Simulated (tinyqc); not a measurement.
# Worked calculation: MOS capacitor on a p-type substrate, surface potential from the exact charge relation

Program tinyqc, `OMP_NUM_THREADS=1 python tinyqc.py 2060086 2060087 out.jsonl`; Intel Xeon 2.30GHz, shared host, one thread, about 0.01 s. Printed values are rounded.

Uniform p-type substrate, Boltzmann statistics, full ionisation, classical densities. psi is the surface potential against the body (positive when the bands bend down) and u = psi/Vt. Traps are spread evenly over the gap and neutral at flat band, so their charge is -q Dit psi; the minority quasi-Fermi level is shifted by Vb.

Inputs (values chosen for the exercise); band and dielectric values close to those of silicon:
```
symbol,value,unit,meaning
T,400,K,temperature
Eg,1.12,eV,band gap
eps_r,11.7,,relative permittivity
Nc,4.28e19,cm^-3,conduction-band density of states at T
Nv,4e19,cm^-3,valence-band density of states at T
chi,4.02,eV,electron affinity
N,7.3e15,cm^-3,acceptor density of the substrate
eox,3.9,,relative permittivity of the gate insulator (close to silicon dioxide)
tox,3.2,nm,insulator thickness
phiM,4.04,eV,gate work function
Nf,0,cm^-2,"fixed charge at the interface, in units of q"
Dit,0,cm^-2 eV^-1,density of interface traps
Vb,0.4,V,reverse bias of the inversion layer against the body
Vg,0.3,V,gate voltage against the body
```

Constants: q = 1.602176634e-19 C, kB = 1.380649e-23 J/K, Vt = kB T/q, eps0 = 8.8541878128e-14 F/cm where lengths are in cm. Results are converted to the units shown.

## Flat band, threshold and scales

ni = sqrt(Nc Nv) exp(-Eg/(2 Vt)), Eg in volts; phiF = Vt ln(N/ni); Cox = eps0 eox/tox; Vfb = phiM - chi - (Eg - Vt ln(Nv/N)) - q Nf/Cox; Q0 = sqrt(2 eps0 eps_r q N Vt); r = (ni/N)^2 exp(-Vb/Vt); VT = Vfb + [(2 phiF + Vb)(1 + q Dit/Cox) + sqrt(2 eps0 eps_r q N (2 phiF + Vb))/Cox].

ni = 3.63967e12 cm^-3
phiF = 0.262096 V
Cox = 1.07910 uF/cm^2
Vfb = -0.803262 V
Q0 = 9.13935 nC/cm^2
r = 2.26830e-12
VT = 0.164784 V

## Starting value

psi = Vg - Vfb, limited to the range from -4 Vt to +(2 phiF + Vb + 4 Vt).

psi at the start = 1.06207 V

## Iteration 1: Newton step for the surface potential

u = psi/Vt; F^2 = exp(-u) + u - 1 + r (exp(u) - u - 1); Qs = -sign(u) Q0 F; Cs = -dQs/dpsi = (Q0/Vt) |1 - exp(-u) + r (exp(u) - 1)|/(2 F). f = Vfb + psi + (q Dit psi - Qs)/Cox - Vg, f' = 1 + (Cs + q Dit)/Cox, psi(new) = psi - f/f'.

u = 30.8120
F = 9.18750
Qs = -83.9678 nC/cm^2
Cs = 0.802261 uF/cm^2
f = 0.0366194 V
f' = 1.74345
psi after iteration 1 = 1.04106 V

## Iteration 2: Newton step for the surface potential

As before.

u = 30.2026
F = 7.67384
Qs = -70.1339 nC/cm^2
Cs = 0.530112 uF/cm^2
f = 0.00279565 V
f' = 1.49125
psi after iteration 2 = 1.03919 V

## Course of the Newton iteration

Stop when the step is below 1e-10 V, or after 60 iterations.

Course of the iteration:
```
iteration  psi before the step (V)     f (V)   step (V)
1                          1.06207    0.0366    -0.0210
2                          1.04106   2.80e-3   -1.87e-3
3                          1.03919   1.75e-5   -1.19e-5
4                          1.03918  6.90e-10  -4.69e-10
5                          1.03918   < 1e-14          0
```

Converged in 5 iterations.

## Charges, field and capacitances at the solution

converged psi = 1.03918 V

u = psi/Vt; F^2 = exp(-u) + u - 1 + r (exp(u) - u - 1); Qs = -sign(u) Q0 F; Cs = -dQs/dpsi = (Q0/Vt) |1 - exp(-u) + r (exp(u) - 1)|/(2 F). Low frequency: 1/C_LF = 1/Cox + 1/(Cs + q Dit). High frequency, in the simple estimate in which traps and minority carriers do not follow: 1/C_HF = 1/Cox + 1/Cd, Cd being Cs with r = 0 at the same psi. Minority sheet density N_inv = (Q0/(2 q)) int_0^u r (exp(t) - 1)/F(t) dt for u > 0. Oxide field |Qs - q Dit psi + q Nf|/(eps0 eox).

Qs = -69.1529 nC/cm^2
N_inv = 1.25696e11 cm^-2
oxide field = 0.200261 MV/cm
Cs = 0.509930 uF/cm^2
C_LF/Cox = 0.320906
C_HF/Cox = 0.0222492

The surface is in strong inversion (borders at |psi| = 0, phiF + Vb and 2 phiF + Vb = 0.924 V). Minority carriers make up 29.1 % of Qs.
